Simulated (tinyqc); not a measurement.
Input admittance of a MOSFET at zero drain bias: distributed channel and distributed gate: one step of the calculation.

Source and drain grounded, strong inversion, w = 2 pi f, Cox = eps0 eox/tox. The channel is an RC line of resistance 1/(mu Cox Vo) per square fed from both ends, so one finger has the intrinsic admittance y = i w Cox L tanh(g)/g per width, g = (1/2) sqrt(i w tau), tau = L^2/(mu Vo). The vertical resistance rv/L is in series with y, the overlaps 2 i w Cov in parallel: y_t = 1/(1/y + rv/L) + 2 i w Cov. The gate strip is a line of Rsh/L per length loaded by y_t, so a finger has Y = y_t Wf tanh(k)/k, k = (Wf/sd) sqrt(y_t Rsh/L); the device has Nf Y.

Question. Admittance of the channel and stack per width. tau, g, c = Cox L, y and y_t as defined.

Parameters, values chosen for the exercise; values of the order met in silicon radio-frequency transistors: relative permittivity of the gate insulator (close to silicon dioxide) eox = 3.9; insulator thickness tox = 4.8 nm; channel length L = 0.14 um; channel mobility mu = 160 cm^2/(V s); gate overdrive Vo = 0.25 V; vertical resistivity of the gate stack rv = 0 ohm um^2; overlap and fringe capacitance on each side Cov = 0.38 fF/um; frequency f = 17 GHz.

Constants: eps0 = 8.8541878128e-14 F/cm where lengths are in cm. Results are converted to the units shown.

Wanted: tau; g; c; y; y_t.

Answer.

tau = 4.900 ps
g = 0.2558+0.2558i
c = 1.007 fF/um
y = 4.7+107.3i uS/um
y_t = 4.7+188.5i uS/um

w tau = 0.523, and Im y is 0.998 of w c.

Program tinyqc, `OMP_NUM_THREADS=1 python tinyqc.py 2262011 2262012 out.jsonl`; Intel Xeon 2.30GHz, shared host, one thread, about 0.01 s.
